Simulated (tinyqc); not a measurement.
Undoped symmetric double-gate MOSFET, analytic potential model: one step of the calculation.

An undoped body of thickness ts between two equal insulators and tied gates; long channel, electrons only, n = ni exp((psi - V)/Vt) with V the quasi-Fermi potential (0 at the source, Vd at the drain), constant mobility, no quantisation. Across the body psi(x) = V - 2 Vt ln[(ts/(2 beta)) sqrt(q ni/(2 eps0 eps_r Vt)) cos(2 beta x/ts)], x from the centre. Q is the electron charge per area of the whole body.

Problem. beta at the source by Newton steps in z = ln(tan beta). With V = 0, t = exp(z), beta = arctan(t): f = ln(beta) + (1/2) ln(1 + t^2) + 2 r beta t - (Vg - V0)/(2 Vt); with c = t/(1 + t^2), df/dz = c/beta + t c + 2 r t (c + beta); z(new) = z - f/(df/dz).

Inputs (values chosen for the exercise):

| symbol | value | unit | meaning |
|---|---|---|---|
| T | 250 | K | temperature |
| Vg | 0.28 | V | gate voltage |

Constants: q = 1.602176634e-19 C, kB = 1.380649e-23 J/K, Vt = kB T/q. Results are converted to the units shown.

z at the start = 2
r = 0.15831266
V0 = 0.37690844 V

Give: beta; f; df/dz; z after iteration 1.

Solution.

beta = 1.436
f = 7.981
df/dz = 4.746
z after iteration 1 = 0.3184

Program tinyqc, `OMP_NUM_THREADS=1 python tinyqc.py 2440076 2440077 out.jsonl`; Intel Xeon 2.30GHz, shared host, one thread, about 0.01 s.
